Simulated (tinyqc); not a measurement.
Worked calculation: lattice vibrations of a chain. One step of it, computed by the program tinyqc.

Question. Dynamical matrix at q = 0.03. q is in units of 2 pi/a. A spring k from atom i to atom j, n cells on, adds k to Phi_ii and Phi_jj, -k exp(2 pi i q n) to Phi_ij and the conjugate to Phi_ji (for one atom a cell: 2k (1 - cos 2 pi q n)); D_ij = Phi_ij / sqrt(m_i m_j).

A chain moving along its axis:
```
atom                 mass (u)  spring to the next atom (eV/angstrom^2)
1                  103.000000                                19.000000
2                   36.500000                                14.800000
second neighbours           -                                 2.000000
```

Give: D(q).

Answer.

D(q) (eV/(angstrom^2 u)):
```
                 1                2
1           0.3288  -0.5470+0.0452i
2  -0.5470-0.0452i           0.9280
```
